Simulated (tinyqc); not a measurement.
Surface potential of a MOS transistor: implicit equation and explicit approximations: accuracy of the approximations against gate voltage.

p-type body, charge-sheet picture, depletion and inversion only, full ionisation (an idealisation for deep acceptors), Boltzmann statistics (rough once Na exp(x - xn) passes about Nc/7). In units of Vt: xg = (Vg - Vfb)/Vt, x = psi/Vt, G = gamma/sqrt(Vt), xn = (2 phiF + Vc)/Vt. The implicit equation is (xg - x)^2 = G^2 [x - 1 + exp(x - xn)] for x above about 3. Cox = eps0 eox/tox.

ni = sqrt(Nc Nv) exp(-Eg/(2 Vt)), Eg in volts; phiF = Vt ln(Na/ni); gamma = sqrt(2 q eps0 eps_r Na)/Cox; VT = Vfb + Vt (xn + G sqrt(xn - 1)). Depletion value a = 1 + [sqrt(G^2/4 + xg - 1) - G/2]^2; inversion value b = xn + ln[(xg - xn)^2/G^2 - xn + 1] and first guess y = min(a, b) - ln(1 + exp(-|a - b|)) if a > xn + 1, else b = y = a; one second-order correction with D = exp(y - xn), p = 2 (xg - y) + G^2 (1 + D), w = (xg - y)^2 - G^2 (y - 1 + D): z = y + 2 w/(p + sqrt(p^2 - 2 (2 - G^2 D) w)), or the Newton step z = y + w/p where the root is not real. N_inv = (Cox Vt G/q) [sqrt(x - 1 + exp(x - xn)) - sqrt(x - 1)] at the root. Lambert form (Cox m Vt/q) W0[(G/(2 m sqrt(xn - 1))) exp((Vg - VT)/(m Vt))], m = 1 + G/(2 sqrt(xn - 1)). Errors under 1e-4 mV, and the linear form below VT, are printed as 0.

Parameters, values chosen for the exercise; band and dielectric values close to those of germanium: temperature T = 350 K; band gap Eg = 0.665 eV; relative permittivity eps_r = 16.1; conduction-band density of states at T Nc = 1.3e19 cm^-3; valence-band density of states at T Nv = 7.57e18 cm^-3; relative permittivity of the gate insulator (close to zirconium oxide) eox = 25.2; insulator thickness tox = 36 nm; acceptor density Na = 7.6e17 cm^-3; flat-band voltage Vfb = -0.54 V; channel-body voltage Vc = 0 V.

Constants: q = 1.602176634e-19 C, kB = 1.380649e-23 J/K, Vt = kB T/q, eps0 = 8.8541878128e-14 F/cm where lengths are in cm. Results are converted to the units shown.

Result of one run:

| psi (V) | x - xn | error of y (mV) | error of z (mV) | N_inv (cm^-2) | Cox (Vg - VT)/q (cm^-2) | Lambert form (cm^-2) |
|---|---|---|---|---|---|---|
| 0.62586 | 3.8402 | 8.80 | -0.151 | 2.3614e12 | 3.1003e12 | 2.4289e12 |

Which gate-body voltage Vg gave this result: 0.43, 0.63, 1.23, 1.43 or 1.83 V?

Vg = 1.43 V.

The whole series:

| Vg (V) | psi (V) | x - xn | error of y (mV) | error of z (mV) | N_inv (cm^-2) | Cox (Vg - VT)/q (cm^-2) | Lambert form (cm^-2) |
|---|---|---|---|---|---|---|---|
| 0.23 | 0.28762 | -7.3743 | 9.15e-3 | 0 | 6.8548e7 | 0 | 3.1596e7 |
| 0.43 | 0.39515 | -3.8091 | 0.294 | 0 | 2.0341e9 | 0 | 1.6000e9 |
| 0.63 | 0.50163 | -0.27850 | 9.25 | -0.0433 | 6.0412e10 | 5.5241e9 | 6.0530e10 |
| 0.83 | 0.56451 | 1.8062 | 13.1 | -0.432 | 4.2777e11 | 7.7921e11 | 4.4275e11 |
| 1.03 | 0.59411 | 2.7876 | 13.2 | -0.555 | 1.0135e12 | 1.5529e12 | 1.0471e12 |
| 1.23 | 0.61247 | 3.3962 | 10.5 | -0.269 | 1.6716e12 | 2.3266e12 | 1.7228e12 |
| 1.43 | 0.62586 | 3.8402 | 8.80 | -0.151 | 2.3614e12 | 3.1003e12 | 2.4289e12 |
| 1.63 | 0.63648 | 4.1923 | 7.61 | -0.0954 | 3.0688e12 | 3.8740e12 | 3.1514e12 |
| 1.83 | 0.64532 | 4.4856 | 6.76 | -0.0653 | 3.7875e12 | 4.6477e12 | 3.8840e12 |

psi rises from 0.288 to 0.645 V and ends 4.5 Vt above 2 phiF + Vc. Among the rows the first guess is off by at most 13 mV (at Vg = 1.03 V) and the corrected value by at most 0.56 mV. In the last row the linear form is 23 % above N_inv and the Lambert form 2.5 % above it; in the first row the Lambert form is 54 % below it. For Vg = 0.83, 1.03, 1.23, 1.43, 1.63, 1.83 the electron quasi-Fermi level lies less than 2 Vt below the band edge at the surface, or above it, where degeneracy and confinement, left out, matter.

Program tinyqc, `OMP_NUM_THREADS=1 python tinyqc.py 2122005 2122006 out.jsonl`; Intel Xeon 2.30GHz, shared host, one thread, about 0.01 s.
